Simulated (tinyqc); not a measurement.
Capacitance of parallel on-chip lines from Laplace's equation on a mesh: two steps of the calculation.

Cross-section of an endless row of equal lines between two grounded planes; neighbours are driven in antiphase (+1 V and -1 V), so the plane midway between two lines is at 0 V. By symmetry one quarter is solved: x runs from the centre of a line (column 0, mirror) to that midplane (column 4, 0 V), y from the mid-height of the line (row 0, mirror) to the ground plane (row 4, 0 V). The line fills columns 0 to 2 and rows 0 to 2 at 1 V. Cells beside the line (below row 2) have e2, cells above have e1. Each link between nodes has the conductance g = mean permittivity of the two cells beside it (a cell beyond a mirror counts as 0), and the free nodes obey sum g (V_neighbour - V) = 0.

Inputs (values chosen for the exercise):

| symbol | value | unit | meaning |
|---|---|---|---|
| e1 | 4.2 |  | relative permittivity above and below the lines |
| e2 | 1 |  | relative permittivity between the lines |
| om | 1.2 |  | over-relaxation factor |

Constants: eps0 = 8.8541878128e-12 F/m. Results are converted to the units shown.

Task 1. Relaxation sweep. One sweep visits the free nodes row by row from row 0, left to right, and replaces V by V + om (weighted mean of the neighbours - V), using new values at once.

V after sweep 1 (V):

|  | col 0 | col 1 | col 2 | col 3 | col 4 |
|---|---|---|---|---|---|
| row 0 | 1.0000000 | 1.0000000 | 1.0000000 | 0.3000000 | 0.0000000 |
| row 1 | 1.0000000 | 1.0000000 | 1.0000000 | 0.3900000 | 0.0000000 |
| row 2 | 1.0000000 | 1.0000000 | 1.0000000 | 0.3450000 | 0.0000000 |
| row 3 | 0.3000000 | 0.3900000 | 0.4170000 | 0.2286000 | 0.0000000 |
| row 4 | 0.0000000 | 0.0000000 | 0.0000000 | 0.0000000 | 0.0000000 |

gx:

|  | col 0 | col 1 | col 2 | col 3 |
|---|---|---|---|---|
| row 0 | 0.5 | 0.5 | 0.5 | 0.5 |
| row 1 | 1 | 1 | 1 | 1 |
| row 2 | 2.6 | 2.6 | 2.6 | 2.6 |
| row 3 | 4.2 | 4.2 | 4.2 | 4.2 |
| row 4 | 2.1 | 2.1 | 2.1 | 2.1 |

gy:

|  | col 0 | col 1 | col 2 | col 3 | col 4 |
|---|---|---|---|---|---|
| row 0 | 0.5 | 1 | 1 | 1 | 0.5 |
| row 1 | 0.5 | 1 | 1 | 1 | 0.5 |
| row 2 | 2.1 | 4.2 | 4.2 | 4.2 | 2.1 |
| row 3 | 2.1 | 4.2 | 4.2 | 4.2 | 2.1 |

Wanted: V after sweep 2.

Result 1.

V after sweep 2 (V):

|  | col 0 | col 1 | col 2 | col 3 | col 4 |
|---|---|---|---|---|---|
| row 0 | 1.000 | 1.000 | 1.000 | 0.474 | 0.000 |
| row 1 | 1.000 | 1.000 | 1.000 | 0.468 | 0.000 |
| row 2 | 1.000 | 1.000 | 1.000 | 0.396 | 0.000 |
| row 3 | 0.474 | 0.489 | 0.432 | 0.203 | 0.000 |
| row 4 | 0.000 | 0.000 | 0.000 | 0.000 | 0.000 |

Task 2. Capacitance per length. C = 4 eps0 sum g (difference of V)^2 over all links (twice the energy of the four quarters, line at 1 V). Plate estimate without fringing: eps0 [2 e1 w/hd + 2 e2 t/(s/2)], w = 4 hx, t = 4 hx, s/2 = 2 hx, hd = 2 hx.

converged V (V):

|  | col 0 | col 1 | col 2 | col 3 | col 4 |
|---|---|---|---|---|---|
| row 0 | 1.0000000 | 1.0000000 | 1.0000000 | 0.4821078 | 0.0000000 |
| row 1 | 1.0000000 | 1.0000000 | 1.0000000 | 0.4642155 | 0.0000000 |
| row 2 | 1.0000000 | 1.0000000 | 1.0000000 | 0.3747542 | 0.0000000 |
| row 3 | 0.4883995 | 0.4767991 | 0.4187967 | 0.1983877 | 0.0000000 |
| row 4 | 0.0000000 | 0.0000000 | 0.0000000 | 0.0000000 | 0.0000000 |

gx:

|  | col 0 | col 1 | col 2 | col 3 |
|---|---|---|---|---|
| row 0 | 0.5 | 0.5 | 0.5 | 0.5 |
| row 1 | 1 | 1 | 1 | 1 |
| row 2 | 2.6 | 2.6 | 2.6 | 2.6 |
| row 3 | 4.2 | 4.2 | 4.2 | 4.2 |
| row 4 | 2.1 | 2.1 | 2.1 | 2.1 |

gy:

|  | col 0 | col 1 | col 2 | col 3 | col 4 |
|---|---|---|---|---|---|
| row 0 | 0.5 | 1 | 1 | 1 | 0.5 |
| row 1 | 0.5 | 1 | 1 | 1 | 0.5 |
| row 2 | 2.1 | 4.2 | 4.2 | 4.2 | 2.1 |
| row 3 | 2.1 | 4.2 | 4.2 | 4.2 | 2.1 |

Give: C; plate estimate.

Result 2.

C = 288.1 aF/um
plate estimate = 184.2 aF/um

Numbers from tinyqc (`OMP_NUM_THREADS=1 python tinyqc.py 2790119 2790120 out.jsonl`; about 0.5 s on one thread of a shared Intel Xeon 2.30GHz).
